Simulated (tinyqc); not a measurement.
Width of the inclusion: polytypes by hexagonality, and a cubic inclusion as a quantum well.

Gap: E3 + (Es - E3) h/hs for h up to hs, then linear from Es to E2 at h = 1. Valence top Ev2 h and polarisation P2 h, both counted from 3C; Ec = Ev + gap.

A cubic inclusion of width L = N d in the host (h = 0.5) is a well of depth V = Ec(host) - Ec(3C). Square well with mass mismatch: k tan(k L/2) = (m_w/m_b) q, k = sqrt(m_w E/c), q = sqrt(m_b (V - E)/c), c = hbar^2/2m0, lowest root. The depth of the level, V - E, is its binding, and the transition to the valence top of the host is gap(host) - (V - E). The step in polarisation gives a field |F| = |P|/(eps eps0) in a thin inclusion, eps0 = 8.8541878e-12 F/m.

Constants: hbar^2/2m0 = 3.80998211 eV angstrom^2.

Values chosen for the exercise (of the order of those of SiC; not measured data): E3 = 2.391 eV (gap of the cubic polytype); E2 = 3.348 eV (gap of 2H); Ev2 = 0.148 eV (valence top of 2H above that of 3C); P2 = -0.0392 C/m^2 (spontaneous polarisation of 2H); Es = 3.264 eV (gap at the hexagonality hs); hs = 0.5 (hexagonality up to which the first line holds); m = (0.321, 0.347) m0 (electron mass along c in the cubic layer and in the host); d = 2.516 angstrom (thickness of a double layer); eps = 10.1 (dielectric constant).

Without the field: square well. With it, the potential inside is |F| (z - L/2), the host conduction edge lies at V - |F| L/2 on one side and V + |F| L/2 on the other, and the lowest level E_F is found by finite differences (step 0.25 angstrom, wide box, good to about 1 meV). Holes sit in the host on the high side, so the transition is gap(host) - V + E_F - |F| L/2. A dash: bound by less than 2 meV or not at all.

Results:

| N | L (angstrom) | depth (eV) | transition (eV) | depth below the low side, with field (eV) | transition with field (eV) |
|---|---|---|---|---|---|
| 1 | 2.52 | 0.109 | 3.155 | 0.083 | 3.125 |
| 2 | 5.03 | 0.305 | 2.959 | 0.252 | 2.901 |
| 3 | 7.55 | 0.467 | 2.797 | 0.388 | 2.710 |
| 4 | 10.06 | 0.582 | 2.682 | 0.478 | 2.565 |
| 6 | 15.10 | 0.720 | 2.544 | 0.569 | 2.365 |
| 8 | 20.13 | 0.794 | 2.470 | 0.601 | 2.222 |
| 12 | 30.19 | 0.864 | 2.400 | 0.614 | 1.989 |

How do the results move, and what explains it?

The square well binds a level even at N = 1 (109 meV), as any symmetric one-dimensional well does; the depth grows to 864 of 947 meV, and the transition tends to E3 - Ev(host) = 2.317 eV. With the field the level is bound by 2 meV or more for N = 1, 2, 3, 4, 6, 8 and 12, and the transition is lowered by 29 meV at N = 1 and 411 meV at N = 12, where |F| L/2 = 331 meV. Free carriers or surface charge screen the field and the step between the two sides, and the attraction to the hole, left out here, binds the electron further.

Run: tinyqc, `OMP_NUM_THREADS=1 python tinyqc.py 1850225 1850226 out.jsonl`; Intel(R) Xeon(R) Processor @ 2.30GHz, one thread, shared host; about 0.03 s of CPU time with all checks.
